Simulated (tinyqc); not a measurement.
# Changing the grain radius R

Model: competing polymorphs of an oxide film: bulk, surface, grain-boundary, dopant and field terms. Computed by tinyqc, a small Python program. Command: `OMP_NUM_THREADS=1 python tinyqc.py 3021082 3021083 out.jsonl polymorph sweep`. One thread of a shared host (Intel(R) Xeon(R) Processor @ 2.30GHz), about 0.01 s of CPU time with the checks.

Phases: monoclinic m (reference), polar orthorhombic o, tetragonal t. Free energies per formula unit (f.u.); 1 J/m^2 x angstrom^3/nm = 6.241509 meV.

Inputs (values chosen for the exercise, for a model oxide):

| quantity | value | unit |
|---|---|---|
| energy of the polar phase o over m | 78.4 | meV/f.u. |
| energy of the tetragonal phase t over m | 146 | meV/f.u. |
| entropy of o over m | 0.0072 | meV/(f.u. K) |
| entropy of t over m | 0.05 | meV/(f.u. K) |
| surface energy of m | 3.27 | J/m^2 |
| surface energy of o | 2.78 | J/m^2 |
| surface energy of t | 2.6 | J/m^2 |
| grain-boundary energy over surface energy | 0.51 | - |
| volume per formula unit Omega | 32.6 | angstrom^3 |
| film thickness h | 8.5 | nm |
| temperature T | 1100 | K |
| dopant content x | 3.3 | % |
| shift of o per % of dopant | -8.1 | meV/f.u. |
| shift of t per % of dopant | -20 | meV/f.u. |
| interlayer thickness (SiO2) | 1.1 | nm |

Geometry: columnar grains in a film.

permittivities of m, o, t: 22  26  42

Method:
- Bulk term b = H - T S + (shift) x, zero for m. The undoped bulk turns from m to t at T = H_t/S_t.
- Area per volume: A = 2/h + f_b/R (two free faces; the side wall 2/R is shared by two grains and carries f_b gamma); G = b + gamma Omega A.
- With G = b + gamma Omega A (b the bulk free energy per formula unit, A the area per volume), two phases i, j cross at A_ij = (b_j - b_i)/(Omega (gamma_i - gamma_j)); o has a window only if A_mo < A_ot.
- Grain radii are log-normal by volume with median R and width sigma; the share with A above A* is that with radius below R*, R* = f_b/(A* - 2/h) (all grains if A* <= 2/h), share = (1/2) erfc[-ln(R*/R)/(sqrt 2 sigma)]. Effective permittivity of a layer of thickness h built of such grains, taken in parallel: sum of share x eps; EOT = interlayer + 3.9 h/eps.

One run for each value:

| grain radius R (nm) | G(o) - G(m) (meV/f.u.) | G(t) - G(o) (meV/f.u.) | share of o | effective permittivity |
|---|---|---|---|---|
| 2.5 | -4.8443e-02 | -34.839 | 0 | 42 |
| 3.7 | 6.5480e+00 | -32.416 | 0 | 42 |
| 5.5 | 1.1046e+01 | -30.764 | 0 | 42 |
| 8.2 | 1.4090e+01 | -29.646 | 0 | 42 |
| 12.0 | 1.6053e+01 | -28.924 | 0 | 42 |
| 18.0 | 1.7466e+01 | -28.405 | 0 | 42 |
| 27.0 | 1.8407e+01 | -28.059 | 0 | 42 |
| 40.0 | 1.9020e+01 | -27.835 | 0 | 42 |
| 60.0 | 1.9443e+01 | -27.679 | 0 | 42 |

Describe the trends.

Over the rows, G(o) - G(m) (meV/f.u.) rises from -0.0484 to 19.4; G(t) - G(o) (meV/f.u.) rises from -34.8 to -27.7; share of o does not change.

Caution (all rows): this is an equilibrium ranking; real films often keep the phase that nucleates first on cooling from t.

Extremes, crossings and ranges named in words are read from the listed rows.
